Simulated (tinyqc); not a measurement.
# Six-transistor SRAM cell, nodal equations and margins, step by step

Program tinyqc, `OMP_NUM_THREADS=1 python tinyqc.py 2340033 2340034 out.jsonl`; Intel Xeon 2.30GHz, shared host, one thread, about 0.1 s. Printed values are rounded.

Two cross-coupled inverters (pull-down bn, pull-up bp) hold the nodes Q and QB; access transistors (ba, threshold VTn, gate on the word line at Vdd when selected) join them to the bit lines. Transistor (EKV form, voltages against the body): I = 2 n b Vt^2 [F(vp - Vs) - F(vp - Vd)] from drain to source, F(v) = ln^2(1 + exp(v/(2 Vt))), vp = (Vg - VT + sg |Vd - Vs|)/n. n-channel bodies are at 0; for the p-channel device all voltages are counted down from Vdd. b in uA/V^2 gives I in uA. For an access transistor the bit line is the drain and the node the source. In a read both bit lines are at Vdd. The cell is symmetric (no mismatch).

Values chosen for this exercise: temperature T = 300 K; supply voltage Vdd = 0.6 V; slope factor n = 1.26; drain-induced barrier lowering sg = 0.042; n-channel threshold VTn = 0.31 V; p-channel threshold (magnitude) VTp = 0.33 V; gain factor of the pull-down transistor bn = 210 uA/V^2; gain factor of the access transistor ba = 180 uA/V^2; gain factor of the pull-up transistor bp = 62 uA/V^2.

Constants: q = 1.602176634e-19 C, kB = 1.380649e-23 J/K, Vt = kB T/q. Results are converted to the units shown.

## Iteration 1: node voltages in a read by Newton steps

(Q, QB) at the start (V): Q 0.0000000, QB 0.6000000

F1 = In(gate QB, drain Q) - Ip(gate QB, drain Q) - Ia(bit line, Q), F2 the same with Q and QB exchanged; J by central differences with +/- 1e-6 V; solve J d = -F, limit each component to +/- 0.15 V and add.

F1, F2 (uA): -7.119674  0.000056

J (uS):
```
          Q      QB
F1  118.616   0.000
F2    0.002  16.541
```

(Q, QB) after iteration 1 (V): Q 0.0600228, QB 0.5999905

## Iteration 2: node voltages in a read by Newton steps

As before.

F1, F2 (uA): -0.9086698  0.0002244

J (uS):
```
          Q       QB
F1  88.2522  13.0651
F2   0.0111  12.6713
```

(Q, QB) after iteration 2 (V): Q 0.0703230, QB 0.5999638

## Course of the iteration: node voltages in a read by Newton steps

Stop when the largest change of (Q, QB) is below 1e-9 V, or after 30 iterations. The rule counts as met only at the stable state with Q low.

Course of the iteration:
```
iteration       Q (V)  largest |change| of one entry (V)
1          0.06002280                             0.0600
2          0.07032304                             0.0103
3          0.07065061                            3.28e-4
4          0.07065095                            3.36e-7
5          0.07065095                           3.58e-13
```

Converged in 5 iterations. At the end the number of correct digits about doubles with each step.

## Read current and disturbance

(Q, QB) (V): Q 0.07065095, QB 0.5999603

Iread = Ia(bit line at Vdd, source Q); cell ratio bn/ba; time to pull a bit line of 20 fF down by 0.1 V at that current.

Iread = 3.625609 uA
cell ratio = 1.166667
time = 551.6315 ps

The read lifts the low node to 70.7 mV, against a balance point of 278 mV.

## The largest square in the read butterfly

c, point 0 to 6 (V): 0.1  0.17  0.23  0.28  0.33  0.37  0.4

f(x) is the node voltage of one half-cell in a read for input x (In - Ip - Ia = 0). Static noise margin: side of the largest square between the curve (x, f(x)) and its mirror image (f(y), y); with h(c) the root x of f(x) - x = c, it is the maximum over c > 0 of h(c) - h(-c) + c.

```
point   h(c) (V)  h(-c) (V)   side (V)
0      0.2611988  0.3225467  0.0386522
1      0.2577068  0.3608199  0.0668869
2      0.2547638  0.3945442  0.0902196
3      0.2504178  0.4231988  0.1072190
4      0.2390203  0.4530676  0.1159527
5      0.2186499  0.4786191  0.1100309
6      0.1956970  0.4990900  0.0966070
```

The maximum over c is 116.0 mV, the read margin; with the word line off (no Ia) the same construction gives 238.8 mV.
